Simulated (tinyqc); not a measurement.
Three-phonon processes in a diatomic chain: dispersion, energy and momentum conservation, and decay channels of optical phonons: one step, computed by the program tinyqc.

Cell length a, two atoms, one spring constant. x = q a/pi runs from -1 to 1; A and O are the acoustic and optical branches. Matrix elements are not computed: only conservation laws and occupation factors are followed.

Task: Decay of the zone-centre phonon. omega^2 = k (1/m + 1/M) -/+ k sqrt((1/m + 1/M)^2 - 4 sin^2(pi x/2)/(m M)); nu = 15.6333042 THz x sqrt(omega^2) for eV/(angstrom^2 u). O(0) -> A(x) + A(-x) needs nu_A(x) = nu_O(0)/2, which gives sin^2(pi x/2) = (3/16)(m + M)^2/(m M). Full width at half maximum Gamma = Gamma_0 (1 + 2 n), n = 1/(exp(h nu_A/(k_B T)) - 1); lifetime = 1/(2 pi c Gamma).

Inputs (values chosen for the exercise, for a model chain):

| quantity | value | unit |
|---|---|---|
| light mass m | 28.1 | u |
| heavy mass M | 49.2 | u |
| temperature T | 50 | K |
| zero-temperature width Gamma_0 | 1.2 | 1/cm |

optical top = 9.639606 THz

Constants: h x 1 THz = 4.135667696 meV; k_B = 8.617333262e-05 eV/K; c = 299792458 m/s.

Give: x of the products; their frequency; occupation n; width Gamma; lifetime.

Result:

x of the products = 0.7132

their frequency = 4.820 THz

occupation n = 0.009888

width Gamma = 1.224 1/cm

lifetime = 4.338 ps
